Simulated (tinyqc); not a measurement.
Offset from the accumulated charge.

Inverse problem. Layer 1 (x < 0) accumulates electrons and layer 2 (x > 0) is depleted. Boltzmann statistics. Sheet densities from the first integral: Q1 = sqrt((2 eps0 eps_r Vt N1/q)(exp(u1) - u1 - 1)) extra electrons, Q2 = sqrt((2 eps0 eps_r Vt N2/q)(exp(-u2) + u2 - 1)) missing ones, u = V/Vt; neutrality Q1 = Q2 + si. V1 + V2 = dE + Vt ln[(N2/Nc2)/(N1/Nc1)]. Find V1, V2 and dE.

Parameters, values chosen for the exercise; values of the order of III-V alloys:

| symbol | value | unit | meaning |
|---|---|---|---|
| T | 300 | K | temperature |
| eps_r | 11.7 |  | relative permittivity of both layers |
| Nc1 | 3.2e17 | cm^-3 | density of states of the narrow-gap layer 1 |
| Nc2 | 9.8e17 | cm^-3 | density of states of the wide-gap layer 2 |
| N1 | 2.3e15 | cm^-3 | donor density in layer 1 |
| N2 | 1.1e16 | cm^-3 | donor density in layer 2 |
| si | -1.8e10 | cm^-2 | fixed charge at the interface |

Constants: q = 1.602176634e-19 C, kB = 1.380649e-23 J/K, Vt = kB T/q, eps0 = 8.8541878128e-14 F/cm where lengths are in cm. Results are converted to the units shown.

Q1 = 9.2736446e10 cm^-2

Answer. Each sheet density rises steadily with its bending, so Q1 fixes V1 and Q2 = Q1 - si fixes V2.

V1 = 0.06981 V
V2 = 0.1117 V
dE = 0.1700 eV

Program tinyqc, `OMP_NUM_THREADS=1 python tinyqc.py 2410082 2410083 out.jsonl`; Intel Xeon 2.30GHz, shared host, one thread, about 0.1 s.
